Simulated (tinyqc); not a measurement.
A particle near a wafer in liquid: double-layer and van der Waals forces (DLVO), deposition barrier and removal: one step, computed by the program tinyqc. Command: `OMP_NUM_THREADS=1 python tinyqc.py 3112886 3112887 out.jsonl dlvo walk`. One thread of a shared host (Intel(R) Xeon(R) Processor @ 2.30GHz), about 0.01 s of CPU time with the checks.

Sphere and flat wall, Derjaguin approximation, constant potentials in the linear-superposition form, no retardation and no hydration force.

Task: The curve. U(h) = Z R exp(-kappa h) - A R/(6 h); F(h) = -dU/dh = kappa Z R exp(-kappa h) - A R/(6 h^2), positive for repulsion.

Inputs (values chosen for the exercise, of the order of those for polymer latex on silicon in water): particle radius R = 460 nm; Hamaker constant A = 1.3e-20 J; temperature T = 293 K.

kappa = 0.2685352 1/nm

Z = 18.07845 pN

Constants: k_B = 1.380649e-23 J/K.

Give: the table «Against the gap» with the columns kappa h, U (k_B T), F (pN), for h (nm) = 0.4, 0.6, 1.0, 1.5, 2.5, 4.0, 7.0, 12.0, 20.0, 40.0.

Result:

Against the gap:
```
h (nm)  kappa h   U (k_B T)      F (pN)
0.4        0.11   1.230e+03  -4.223e+03
0.6        0.16   1.339e+03  -8.677e+02
1.0        0.27   1.325e+03   7.106e+02
1.5        0.40   1.210e+03   1.050e+03
2.5        0.67   9.520e+02   9.817e+02
4.0        1.07   6.406e+02   7.005e+02
7.0        1.88   2.786e+02   3.205e+02
12.0       3.22   6.141e+01   8.209e+01
20.0       5.37  -2.758e+00   7.894e+00
40.0      10.74  -6.115e+00  -5.746e-01
```

Caution: in rows with kappa h below 1 linear superposition is only rough.
